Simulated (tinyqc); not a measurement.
Carbon nanotube by zone folding: sweeps and comparisons. A value that a table varies takes the place of the one given here.

Circumference C = n a1 + m a2, a = sqrt3 acc; d = a sqrt(n^2 + nm + m^2)/pi; tan(theta) = sqrt3 m/(2n + m); dR = gcd(2n + m, 2m + n); T = t1 a1 + t2 a2 with t1 = (2m + n)/dR, t2 = -(2n + m)/dR, |T| = sqrt3 pi d/dR; N = 2 (n^2 + nm + m^2)/dR hexagons a cell. On cutting line mu = 0 to N - 1 at x = k|T|/(2 pi) the phases are p1 = 2 pi (-t2 mu + m x)/N, p2 = 2 pi (t1 mu - n x)/N, and E = -/+ t |1 + exp(i p1) + exp(i p2)|.

Values chosen for the exercise (near those used for carbon; not measured data): t = 2.98 eV (hopping); acc = 1.42 angstrom (bond length); tubes = ((7, 3), (14, 4), (15, 10), (7, 0), (13, 12), (10, 5), (15, 4)) (pairs (n, m)); n = 15 (chiral index); m = 4 (chiral index).

## Semiconducting tubes compared

E11 and E22 are twice the two lowest band edges; the cone gives E11 d = 2 t acc and E22/E11 = 2.

Tubes:
```
(n,m)    d (angstrom)  theta (deg)  (n - m) mod 3  E11 (eV)  E22 (eV)  E11 d/(2 t acc)  E22/E11
(7,3)            6.96         17.0              1    1.1844    2.4778            0.974    2.092
(14,4)          12.82         12.2              1    0.6498    1.3531            0.984    2.082
(15,10)         17.06         23.4              2    0.4978    0.9786            1.004    1.966
(7,0)            5.48          0.0              1    1.4720    3.3076            0.953    2.247
(13,12)         16.95         28.7              1    0.4981    0.9956            0.998    1.999
(10,5)          10.36         19.1              2    0.8251    1.5788            1.010    1.913
(15,4)          13.58         11.5              2    0.6314    1.2058            1.013    1.910
```

What does this show?

E11 follows 1/d first. For mod 1 the scaled E11 lies below one (0.953 to 0.998) and E22/E11 on both sides of two (1.999 to 2.247). For mod 2 the scaled E11 lies above one (1.004 to 1.013) and E22/E11 below two (1.910 to 1.966). The largest departure of the scaled E11 is that of (7,0); warping acts as cos(3 theta)/d, most for thin tubes near zigzag. Below about 8 angstrom curvature, left out of zone folding, changes the gaps further.

## Neighbouring tubes

Diameter, chiral angle and twice the lowest band edge. Each row changes one parameter from the base and keeps the others.

Results:
```
case                 d (angstrom)  theta (deg)  gap (eV)
base                       13.583        11.52    0.6314
n = 16                     14.351        10.89    0.0000
m = 5                      14.114        13.90    0.5915
t = 3.129 eV               13.583        11.52    0.6630
acc = 1.46 angstrom        13.965        11.52    0.6314
```

What can be read from the table?

The largest shifts from the base row, up to three for each result and ties (the steps differ in size, so this ranks the rows, not the parameters). d (angstrom): n +0.768, m +0.531, acc +0.383; unchanged at the printed digits by t. theta (deg): m +2.38, n -0.62; unchanged at the printed digits by t and acc. gap (eV): n -0.6314, m -0.0399, t +0.0316; unchanged at the printed digits by acc. In zone folding the gap does not depend on acc at fixed (n, m); a step in n or m changes (n - m) mod 3 and closes the gap where that becomes zero.

Program tinyqc; command `OMP_NUM_THREADS=1 python tinyqc.py 1451317 1451318 out.jsonl`; about 0.05 s on one thread of a shared Intel(R) Xeon(R) Processor @ 2.30GHz.
